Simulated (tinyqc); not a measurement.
Worked calculation: inverse iteration on a symmetric matrix. One step of it, computed by the program tinyqc.

Problem. Step 2. solve (A - shift) w = v; v' = w/|w| with its largest component positive (the first on a tie); lambda = v'^T A v'.

A:
```
[[0.724000, -0.703000, 0.288000, 0.175000],
 [-0.703000, 1.276000, -0.381000, 0.822000],
 [0.288000, -0.381000, 2.221000, 0.426000],
 [0.175000, 0.822000, 0.426000, 2.888000]]
```

vector after step 1: [0.737322, 0.618381, 0.028767, -0.270433]

shift = 0.190000

Give: vector after step 2; Rayleigh quotient after step 2.

Solution.

vector after step 2: [0.7390, 0.6268, 0.0616, -0.2391]

Rayleigh quotient after step 2 = 0.0950
